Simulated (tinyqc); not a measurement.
Inside a calculation. Method: Pariser-Parr-Pople SCF with singles CI, for the molecule [CH2+]c1ccccc1 (SMILES; centres numbered as the heavy atoms are written). One step of it, computed by the program tinyqc.

Problem. PPP integrals. Ohno: gamma = 14.399645/sqrt(R^2 + a^2), a = 2 x 14.399645/(gamma_rr + gamma_ss); H_rr = -W_r - sum_(s != r) z_s gamma_rs; H_rs = beta for bonds.

Centres (angstrom, eV; a flat drawing with bonds scaled to 1.40 angstrom):
```
centre          x          y  core charge z         W  gamma_rr
1C       2.400000   0.000000              1  9.530000  9.520000
2C       1.000000   0.000000              1  9.530000  9.520000
3C       0.300000   1.212000              1  9.530000  9.520000
4C      -1.100000   1.212000              1  9.530000  9.520000
5C      -1.800000   0.000000              1  9.530000  9.520000
6C      -1.100000  -1.212000              1  9.530000  9.520000
7C       0.300000  -1.212000              1  9.530000  9.520000
```

Resonance integrals (eV):
```
i  j       beta
1  2  -2.390000
2  3  -2.390000
3  4  -2.390000
4  5  -2.390000
5  6  -2.390000
6  7  -2.390000
7  2  -2.390000
```

Give: repulsion gamma_rs; core matrix H.

Solution.

repulsion gamma_rs (eV), order 1C, 2C, 3C, 4C, 5C, 6C, 7C:
```
[[9.520, 6.987, 5.039, 3.599, 3.226, 3.599, 5.039],
 [6.987, 9.520, 6.987, 5.039, 4.525, 5.039, 6.987],
 [5.039, 6.987, 9.520, 6.987, 5.039, 4.526, 5.040],
 [3.599, 5.039, 6.987, 9.520, 6.987, 5.040, 4.526],
 [3.226, 4.525, 5.039, 6.987, 9.520, 6.987, 5.039],
 [3.599, 5.039, 4.526, 5.040, 6.987, 9.520, 6.987],
 [5.039, 6.987, 5.040, 4.526, 5.039, 6.987, 9.520]]
```

core matrix H (eV), order 1C, 2C, 3C, 4C, 5C, 6C, 7C:
```
[[-37.018, -2.390, 0.000, 0.000, 0.000, 0.000, 0.000],
 [-2.390, -45.094, -2.390, 0.000, 0.000, 0.000, -2.390],
 [0.000, -2.390, -43.147, -2.390, 0.000, 0.000, 0.000],
 [0.000, 0.000, -2.390, -41.707, -2.390, 0.000, 0.000],
 [0.000, 0.000, 0.000, -2.390, -41.333, -2.390, 0.000],
 [0.000, 0.000, 0.000, 0.000, -2.390, -41.707, -2.390],
 [0.000, -2.390, 0.000, 0.000, 0.000, -2.390, -43.147]]
```
